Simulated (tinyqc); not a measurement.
Worked calculation: donors with valley-orbit split 1s states. Values are carried at full precision from step to step, so a last printed digit may differ when a step is redone from the rounded ones.

Each donor binds at most one electron, in any of its states. For a site s, W_s = sum over its states of g exp(E/kT), and the ionised share is 1/(1 + W_s exp(eta)), eta = (EF - Ec)/kT; n = Nc F_1/2(eta); neutrality n + NA = ND x (mean ionised share); holes are neglected. Nc from N = 2 (m kB T/(4 pi c))^(3/2) with c = hbar^2/2m0, in 1/angstrom^3; times 1e24 for 1/cm^3, m = md. F_j(eta) = (1/Gamma(j + 1)) integral_0^infinity x^j dx/(1 + exp(x - eta)), which tends to exp(eta) for eta << 0.

Constants: hbar^2/2m0 = 3.80998211 eV angstrom^2; kB = 8.617333262e-05 eV/K.

Values chosen for the exercise (near those of Sb in Si; shifted at random, so the results belong to these values and not to a real crystal): md = 1.078 m0 (density-of-states mass of the conduction band); E = (43.8, 33.6, 31.7) meV (binding energies of 1s(A1), 1s(T2), 1s(E)); g = (2, 6, 4) (their degeneracies with spin); T = 500 K; ND = 1.6e+16 1/cm^3 (donors); NA = 0 1/cm^3 (compensating acceptors, all ionised); mu0 = 67 cm^2/(V s) (mobility at heavy doping); mu1 = 1409 cm^2/(V s) (mobility at light doping and 300 K); Nr = 8.8e+16 1/cm^3 (reference doping); de = 0.72 (doping exponent); ga = 2.3 (temperature exponent).

## Partition sums of the neutral donor

Give each term g exp(E/kT), W_s, and the effective degeneracy W_s exp(-E_ground/kT).

Nc = 6.0433e+19 1/cm^3

terms: 1s(A1) 5.527, 1s(T2) 13.09, 1s(E) 8.348

W_s: donor 26.962

effective degeneracy: donor 9.756

The ground state alone would give 2 and all states together 12; here the excited states hold 79 % of the bound electrons.

## Neutrality

Solve for eta.

eta = -8.244
n = 1.59e+16 1/cm^3

ionised share: donor 0.993

n is 0.993 of ND - NA.

## Mobility and resistivity

Mobility (Caughey-Thomas form): mu = mu0 + (mu1 (T/300)^(-ga) - mu0)/(1 + ((ND + NA)/Nr)^de); rho = 1/(e n mu), e = 1.602176634e-19 C.

Compare with full ionisation, n = ND - NA.

mu = 351.7 cm^2/(V s)
rho = 1.12 ohm cm
rho at full ionisation = 1.11 ohm cm

Incomplete ionisation raises rho by a factor 1.01.

## Checks

- n at ND = 1e13 1/cm^3 against the root of n^2 = (Nc/W)(ND - n) (1/cm^3): both 1.000e+13.

(tinyqc, `OMP_NUM_THREADS=1 python tinyqc.py 1681728 1681729 out.jsonl`, Intel(R) Xeon(R) Processor @ 2.30GHz, 1 thread, shared host, about 0.02 s.)
